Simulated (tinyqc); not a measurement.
# Free and trapped electrons in a MOS channel with a dense trap tail: what changes with what

p-type body, charge-sheet picture, full ionisation (an idealisation for deep acceptors), Boltzmann statistics for free electrons. e = Ec - EF at the surface. Acceptor-like traps of density D(E) = D0 + De exp(-E/Ew) at depth E below Ec, from 0 to Eu, hold n_t = integral of D(E)/(1 + exp((e - E)/Vt)). psi = Eg - Vt ln(Nv/Na) - e; N_dep = sqrt(2 eps0 eps_r Na (psi - Vt)/q); n_f = sqrt(N_dep^2 + 2 eps0 eps_r Vt Nc exp(-e/Vt)/q) - N_dep; Vg = Vfb + psi + q (N_dep + n_t + n_f)/Cox, Cox = eps0 eox/tox.

Values chosen for this exercise; band and dielectric values close to those of 4H silicon carbide: temperature T = 300 K; band gap Eg = 3.28 eV; relative permittivity eps_r = 9.6; conduction-band density of states at T Nc = 1.72e19 cm^-3; valence-band density of states at T Nv = 2.5e19 cm^-3; relative permittivity of the insulator eox = 3.9; insulator thickness tox = 45 nm; acceptor density Na = 7.6e15 cm^-3; flat-band voltage without trapped charge Vfb = -2.56 V; constant background density of acceptor-like traps D0 = 1.7e11 cm^-2 eV^-1; density of the tail at the conduction edge De = 1.3e13 cm^-2 eV^-1; decay energy of the tail Ew = 0.12 eV; depth below Ec down to which the traps reach Eu = 0.95 eV; mobility of free electrons mf = 88 cm^2/(V s).

Constants: q = 1.602176634e-19 C, kB = 1.380649e-23 J/K, Vt = kB T/q, eps0 = 8.8541878128e-14 F/cm where lengths are in cm. Results are converted to the units shown.

Each table varies one quantity; the others keep the values above.

## Free and trapped charge against gate voltage

Free share n_f/(n_f + n_t); swing ln 10 n_f/(dn_f/dVg); field-effect mobility mf q (dn_f/dVg)/Cox, for a constant mf; oxide field q (N_dep + n_t + n_f)/(eps0 eox).

Free and trapped charge against gate voltage:
columns A: Vg (V); B: e (eV); C: n_f (cm^-2); D: n_t (cm^-2); E: free share (%); F: swing (mV/decade); G: field-effect mobility (cm^2/(V s)); H: oxide field (MV/cm)
```
A            B         C         D         E        F         G       H
1.4     0.3979   1.057e6  1.545e11  6.843e-4    155.7  0.002874  0.2861
2.4     0.1801   4.614e9  5.059e11    0.9038    505.2     3.864  0.4599
3.4     0.1016  8.726e10  8.581e11     9.230     1288     28.66  0.6647
4.4    0.06451  3.032e11  1.100e12     21.60     2637     48.64  0.8786
5.4    0.04133  6.015e11  1.268e12     32.17     4233     60.11   1.096
6.4    0.02430  9.509e11  1.388e12     40.66     5928     67.87   1.314
7.3    0.01202  1.297e12  1.466e12     46.93     7514     73.00   1.511
8.3   6.532e-4  1.706e12  1.530e12     52.72     9351     77.17   1.731
9.3  -0.008966  2.134e12  1.575e12     57.54  1.127e4     80.13   1.951
```

n_f reaches 1e11 cm^-2 at Vg = 3.48 V, against 1.64 V without traps. The free share rises from 6.84e-4 to 57.5 % and the field-effect mobility rises from 0.00287 to 80.1 cm^2/(V s), although mf = 88 is constant: in the last row 91.1 % of Cox dVg goes into free electrons. The swing in the first row is 156 mV a decade (Vt ln 10 = 59.5). For Vg = 5.4, 6.4, 7.3, 8.3, 9.3 EF lies less than 2 Vt below the band edge, or above it, where degeneracy and confinement, left out, matter.

## Effect of the decay energy of the tail

VT is the Vg for n_f = 1e11 cm^-2; swing ln 10 n_f/(dn_f/dVg) at n_f = 1e8 cm^-2; the last three columns are for Vg = VT + 3.6 V, with free share n_f/(n_f + n_t) and field-effect mobility mf q (dn_f/dVg)/Cox; there EF is near the band edge, where Boltzmann statistics are rough.

Effect of the decay energy of the tail:
columns A: Ew (eV); B: e at VT (eV); C: VT (V); D: q n_t/Cox at VT (V); E: swing (mV/decade); F: n_f (cm^-2); G: free share (%); H: field-effect mobility (cm^2/(V s))
```
A           B      C       D      E         F      G      H
0.03  0.09776  2.028  0.3883  92.88  1.537e12  78.47  80.23
0.05  0.09776  2.221  0.5819  101.9  1.419e12  69.15  77.43
0.07  0.09776  2.512  0.8720  129.9  1.335e12  60.89  75.33
0.09  0.09776  2.867   1.228  175.6  1.274e12  53.88  73.70
0.11  0.09776  3.267   1.628  232.2  1.228e12  48.03  72.42
0.13  0.09776  3.696   2.057  293.8  1.193e12  43.16  71.38
0.15  0.09776  4.144   2.505  356.4  1.165e12  39.10  70.52
0.17  0.09776  4.604   2.964  417.7  1.142e12  35.69  69.81
```

What does the table show?

As Ew goes from 0.03 to 0.17, VT rises from 2.03 to 4.60 V, its part due to traps rises from 0.388 to 2.96 V, the swing rises from 92.9 to 418 mV/decade and the field-effect mobility falls from 80.2 to 69.8 cm^2/(V s).

tinyqc, about 0.02 s, one thread, Intel Xeon 2.30GHz (shared host): `OMP_NUM_THREADS=1 python tinyqc.py 2222124 2222125 out.jsonl`
